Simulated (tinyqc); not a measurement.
Solubility, supersaturation, precipitation and gettering of an impurity in a silicon-like host: one step, computed by the program tinyqc. Command: `OMP_NUM_THREADS=1 python tinyqc.py 3031697 3031698 out.jsonl ripen walk`. One thread of a shared host (Intel(R) Xeon(R) Processor @ 2.30GHz), about 0.01 s of CPU time with the checks.

The wafer was saturated at T1 and is then held at T.

Task: Growing precipitates. Growing sinks: with y = r/r_f and y0 = r0/r_f, dy/dt = (1 - y^3)/(3 tau_f y), which integrates to t/tau_f = F(y) - F(y0), F(y) = (1/2) ln[(1 + y + y^2)/(1 - y)^2] - sqrt(3) arctan[(2y + 1)/sqrt(3)]; the share of the excess left is (1 - y^3)/(1 - y0^3), and C(t) = C_eq + (C0 - C_eq) x share.

Inputs (values chosen for the exercise, modelled on copper in silicon):

| quantity | value | unit |
|---|---|---|
| temperature of saturation T1 | 1350 | K |
| anneal temperature T | 1112 | K |
| initial sink radius r0 | 8 | nm |
| anneal time t | 1.3 | s |

final radius r_f = 534.3659 nm

tau_f = 0.3561400 s

C_eq(T) = 8.694212e+16 1/cm^3

C0 = 1.424685e+18 1/cm^3

Give: radius at t; share of the excess left; C(t) with growing sinks.

Result:

radius at t = 524.7 nm

share of the excess left = 0.05352

C(t) with growing sinks = 1.585e+17 1/cm^3

94.6 % of the excess has precipitated.
